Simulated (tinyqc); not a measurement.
Grain-boundary diffusion: Harrison regimes, Fisher and Le Claire analysis, Hart average. Inputs raised by 10 %, one at a time. Computed by tinyqc, a small Python program. Command: `OMP_NUM_THREADS=1 python tinyqc.py 3026766 3026767 out.jsonl gbdiff sens`. One thread of a shared host (Intel(R) Xeon(R) Processor @ 2.30GHz), about 0.01 s of CPU time with the checks.

A boundary is a slab of width delta with diffusivity D_b, normal to a surface held at constant concentration; it leaks into grains of diffusivity D.

Inputs (values chosen for the exercise, for a model polycrystal):

| quantity | value | unit |
|---|---|---|
| lattice prefactor D0 | 1.1e-05 | m^2/s |
| lattice activation energy E | 3.96 | eV |
| boundary prefactor D0b | 2.6e-05 | m^2/s |
| boundary activation energy E_b | 2.13 | eV |
| boundary width delta | 0.68 | nm |
| segregation factor s | 1 | - |
| grain size d | 0.027 | um |
| temperature T | 1620 | K |
| time t | 620000 | s |

Constants: k_B = 8.617333262e-05 eV/K.

Method:
- D = D0 exp(-E/(k_B T)), D_b = D0b exp(-E_b/(k_B T)).
- Triple product P = s delta D_b.
- l = sqrt(D t); P = s delta D_b; alpha = s delta/(2 l); beta = P/(2 D l). Regime A if l > 3 d, C if alpha > 1, B if alpha < 0.1, l < d/4 and beta > 10, otherwise a transition.
- Hart average for parallel slabs: f = delta/d, D_eff = (s f D_b + (1 - f) D)/(1 - f + s f); share of the boundaries = s f D_b/(s f D_b + (1 - f) D); depth sqrt(D_eff t).
- Fisher: the mean concentration falls as exp(-y/y_F), y_F = sqrt(P) (pi t/(4 D))^(1/4), with the boundary equation P d2c/dy2 = 2 c sqrt(D/(pi t)). Le Claire (from the Whipple solution): ln c falls as -(y/y_L)^(6/5) with P = 1.322 sqrt(D/t) y_L^2.

Runs:

| input moved | from | to | Le Claire depth y_L (um) | share of the boundaries | beta | depth sqrt(D_eff t) (um) |
|---|---|---|---|---|---|---|
| base run | - | - | 32.927 | 0.99997 | 2.1927e+02 | 309.80 |
| lattice prefactor D0 (m^2/s) | 1.1e-05 | 1.21e-05 | 32.152 | 0.99996 | 1.9006e+02 | 309.80 |
| lattice activation energy E (eV) | 3.96 | 4.356 | 66.917 | 1.00000 | 1.5449e+04 | 309.79 |
| boundary width delta (nm) | 0.68 | 0.748 | 34.534 | 0.99997 | 2.4120e+02 | 324.92 |
| grain size d (um) | 0.027 | 0.0297 | 32.927 | 0.99996 | 2.1927e+02 | 295.38 |
| temperature T (K) | 1620 | 1782 | 34.575 | 0.99989 | 1.8342e+01 | 619.86 |
| time t (s) | 620000 | 682000 | 33.721 | 0.99997 | 2.0907e+02 | 324.92 |
| segregation factor s | 1 | 1.1 | 34.534 | 0.99997 | 2.4120e+02 | 324.51 |

Exponents ln(y'/y) / ln(x'/x):

| input | Le Claire depth y_L | share of the boundaries | beta | depth sqrt(D_eff t) |
|---|---|---|---|---|
| lattice prefactor D0 | -0.250 | 0.000 | -1.500 | 0.000 |
| lattice activation energy E | 7.441 | 0.000 | 44.644 | 0.000 |
| boundary width delta | 0.500 | 0.000 | 1.000 | 0.500 |
| grain size d | 0.000 | 0.000 | 0.000 | -0.500 |
| temperature T | 0.512 | -0.001 | -26.032 | 7.277 |
| time t | 0.250 | 0.000 | -0.500 | 0.500 |
| segregation factor s | 0.500 | 0.000 | 1.000 | 0.487 |

Among the inputs moved here: Le Claire depth y_L answers most in size to lattice activation energy E (exponent +7.441), next to temperature T (+0.512); its exponent is below 0.0005 for grain size d. Its exponent -0.250 in lattice prefactor D0: faster lattice diffusion drains the boundary. Its exponent +0.250 in time t: the Le Claire depth goes as (t/D)^(1/4) at fixed P. share of the boundaries hardly depends on these (all exponents below 0.005). Beta answers most in size to lattice activation energy E (exponent +44.644), next to temperature T (-26.032); its exponent is below 0.0005 for grain size d. Its exponent -0.500 in time t: beta = P/(2 D sqrt(D t)). Depth sqrt(D_eff t) answers most in size to temperature T (exponent +7.277), next to grain size d (-0.500); its exponent is below 0.0005 for lattice prefactor D0, lattice activation energy E. Its exponent +0.500 in time t: ordinary diffusion.

Caution (all rows): the Fisher and Le Claire forms need regime B with beta above 10.
